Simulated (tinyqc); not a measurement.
Self-heating of a transistor with one or more fingers, with temperature-dependent conductivity. Which input was changed? Computed by tinyqc, a small Python program. Command: `OMP_NUM_THREADS=1 python tinyqc.py 3010257 3010258 out.jsonl selfheat which`. One thread of a shared host (Intel(R) Xeon(R) Processor @ 2.30GHz), about 0.6 s of CPU time with the checks.

N long parallel fingers lie on the top face of a slab whose bottom is held at T_0; the top is otherwise insulated, and heat flows in two dimensions. P in W/mm is 1000 P in W/m.

Inputs (values chosen for the exercise, modelled on gallium oxide): conductivity at the base temperature kappa_0 = 16.9 W/(m K); exponent m in kappa ~ T^-m = 1.28; base temperature T_0 = 358 K; power per gate width P = 0.069 W/mm; fingers N = 1; finger pitch s = 23 micrometre; width of the heat source w = 0.14 micrometre; substrate thickness t = 74 micrometre; phonon free path Lambda = 28 nm; heat capacity C = 3.36 1e6 J/(m^3 K); pulse length = 4.2 microsecond.

Power: fixed power.

Method:
- A line source of power P on the top face raises the top at distance x by (P/(pi kappa_0)) g(x), g(x) = -ln tanh(pi x/(4 t)) (the image sum for the slab). On a strip of width w the centre sees the mean of g over the strip, g_0 = 1 + ln(8 t/(pi w)) for w much below t.
- theta_i = (P/(pi kappa_0)) [g_0 + sum over j != i of g(|i - j| s)], with equal powers and constant conductivity; thermal resistance = largest theta/P.
- Kirchhoff transformation for kappa = kappa_0 (T/T_0)^-m: T = T_0 [1 - (m - 1) theta/T_0]^(-1/(m - 1)), where theta is the linear rise.
- The bracket vanishes at the power P T_0/((m - 1) theta).
- Near a source smaller than the free path, Fourier's law overstates the flow. Rough estimate: a strip that emits phonons into a half space adds a resistance times area of 4 Lambda/(3 kappa_0), from the ballistic flux C v Delta T/4 with kappa_0 = C v Lambda/3, so Delta T_b = 4 Lambda P/(3 kappa_0 w); Knudsen number Lambda/w.
- After switching on, theta(tau) = (P D/kappa_0) int_0^tau X(u) Z(u) du at the hottest finger, D = kappa_0/C; X = sum over fingers at distance x of [erf((x + w/2)/r) - erf((x - w/2)/r)]/(2 w), Z = sum_(j=-200..200) (-1)^j exp(-(2 j t/r)^2)/sqrt(pi D u), r = 2 sqrt(D u); trapezoid rule on 300 points evenly spaced in ln u from u_0 = 1e-3 min(tau, w^2/D) to tau, plus the exact piece 2 sqrt(u_0/(pi D))/w below u_0. Conductivity and power are held at their base values here, and Fourier's law is used even where the diffusion length is near a phonon free path.

Question. One of these inputs alone was changed, within the range given: power per gate width P (0.0345 to 0.138); width of the heat source w (0.07 to 0.28); phonon free path Lambda (14 to 56); heat capacity C (1.68 to 6.72). Which one, and to what value?

Results:
```
run     ballistic rise Delta T_b (K)  linear rise after the pulse (K)  true rise / linear rise
before                      1.088757                           7.2636                 1.019362
after                       1.185968                           7.2636                 1.019362
```

Answer.

Each candidate set to reproduce ballistic rise Delta T_b, and what it then gives:
```
candidate                                 range searched  value needed  linear rise after the pulse (K)  true rise / linear rise
power per gate width P (W/mm)            0.0345 to 0.138       0.07516                           7.9121                   1.0211
width of the heat source w (micrometre)     0.07 to 0.28        0.1285                           7.3747                   1.0196
phonon free path Lambda (nm)                    14 to 56         30.50                           7.2636                   1.0194
heat capacity C (1e6 J/(m^3 K))             1.68 to 6.72     no effect                                -                        -
```

Only phonon free path Lambda fits every result: it went from 28 to 30.5 nm. The next best candidate, width of the heat source w, misses one result by 1.5 %.
